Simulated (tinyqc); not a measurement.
What each parameter does: three-band tight binding of a dichalcogenide monolayer.

Basis dz2, dxy, dx2-y2 on a triangular lattice, nearest neighbours; alpha = kx a/2, beta = sqrt3 ky a/2. h0 = e1 + 2 t0 (cos 2alpha + 2 cos alpha cos beta); h1 = -2 sqrt3 t2 sin alpha sin beta + 2i t1 (sin 2alpha + sin alpha cos beta); h2 = 2 t2 (cos 2alpha - cos alpha cos beta) + 2i sqrt3 t1 cos alpha sin beta; h11 = e2 + 2 t11 cos 2alpha + (t11 + 3 t22) cos alpha cos beta; h22 = e2 + 2 t22 cos 2alpha + (3 t11 + t22) cos alpha cos beta; h12 = sqrt3 (t22 - t11) sin alpha sin beta + 4i t12 sin alpha (cos alpha - cos beta) + i lam sz. H = [[h0, h1, h2], [., h11, h12], [., ., h22]], Hermitian; the lowest band of each spin is filled. K = (4 pi/3a, 0), M = (pi/a, pi/(sqrt3 a)).

Constants: hbar^2/2m0 = 3.80998211 eV angstrom^2.

Inputs chosen for the exercise (near a published set for monolayer WS2; shifted at random, so the results belong to these values and not to a real crystal): a = 3.197 angstrom (lattice constant); e1 = 1.127 eV (level of dz2); e2 = 2.287 eV (level of dxy and dx2-y2); t0 = -0.21 eV (hopping); t1 = 0.568 eV (hopping); t2 = 0.547 eV (hopping); t11 = 0.287 eV (hopping); t12 = 0.377 eV (hopping); t22 = -0.062 eV (hopping); lam = 0.21 eV (spin-orbit constant).

Spin up: gap at K, Ev(K) - Ev(Gamma), and masses at K by central differences along kx with step 0.002 1/angstrom, c = hbar^2/2m0.

Results for these values:

| case | gap at K (eV) | K - Gamma (eV) | m_c (m0) | m_v (m0) |
|---|---|---|---|---|
| base | 1.5564 | 0.3336 | 0.263 | 0.326 |

What happens to each result for e2 = 2.257 eV, all else kept?

Answer: gap at K rises from 1.5564 to 1.5864; K - Gamma falls from 0.3336 to 0.3036; m_c rises from 0.263 to 0.269; m_v rises from 0.326 to 0.335.

The same for each parameter in turn:

| case | gap at K (eV) | K - Gamma (eV) | m_c (m0) | m_v (m0) |
|---|---|---|---|---|
| base | 1.5564 | 0.3336 | 0.263 | 0.326 |
| t1 = 0.538 eV | 1.5564 | 0.3336 | 0.278 | 0.345 |
| e1 = 1.097 eV | 1.5264 | 0.3636 | 0.257 | 0.317 |
| lam = 0.24 eV | 1.5264 | 0.3636 | 0.257 | 0.316 |
| t11 = 0.257 eV | 1.5114 | 0.3786 | 0.254 | 0.312 |
| e2 = 2.257 eV | 1.5864 | 0.3036 | 0.269 | 0.335 |
| t2 = 0.577 eV | 1.5564 | 0.3336 | 0.247 | 0.296 |

t1 and t2 couple dz2 to the other orbitals and vanish at K and Gamma, so only the masses feel them.

Program tinyqc; command `OMP_NUM_THREADS=1 python tinyqc.py 1451420 1451421 out.jsonl`; about 0.01 s on one thread of a shared Intel(R) Xeon(R) Processor @ 2.30GHz.
